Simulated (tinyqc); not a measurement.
Lateral field, substrate current, probability of reaching the oxide barrier and hot-carrier lifetime of a silicon transistor (pseudo-two-dimensional and lucky-electron models): one step, computed by the program tinyqc.

Local-field models: a lucky carrier gains its energy at the peak field over a path free of collisions. Voltages are magnitudes.

Question. Saturation point and current. C_ox = 3.9 eps_0/t; F_sat = 2 v_s/mu; V_Dsat = V_ov F_sat L/(V_ov + F_sat L), V_ov = V_G - V_T; I_D/W = C_ox v_s (V_ov - V_Dsat).

Inputs (values chosen for the exercise, modelled on a silicon n-channel):
```
quantity                           value                      unit
channel length L                     330                        nm
oxide thickness t                      7                        nm
junction depth x_j                    94                        nm
mobility mu                          340                cm^2/(V s)
saturation velocity v_s             0.89                  1e7 cm/s
threshold voltage V_T               0.41                         V
gate voltage V_G                     1.6                         V
ionisation prefactor A_i           2e+06                      1/cm
ionisation field B_i                1.66                     MV/cm
hot-carrier mean free path lambda    8.2                        nm
oxide barrier phi_b                  3.1                        eV
interface-trap threshold phi_it      3.7                        eV
lifetime constant H                   70  s microampere/micrometre
```

Drain: abrupt.

Constants: eps_0 = 8.8541878128e-12 F/m.

Give: F_sat; V_Dsat; drain current I_D/W.

Answer.

F_sat = 52.353 kV/cm

V_Dsat = 0.70464 V

drain current I_D/W = 213.09 microampere/micrometre
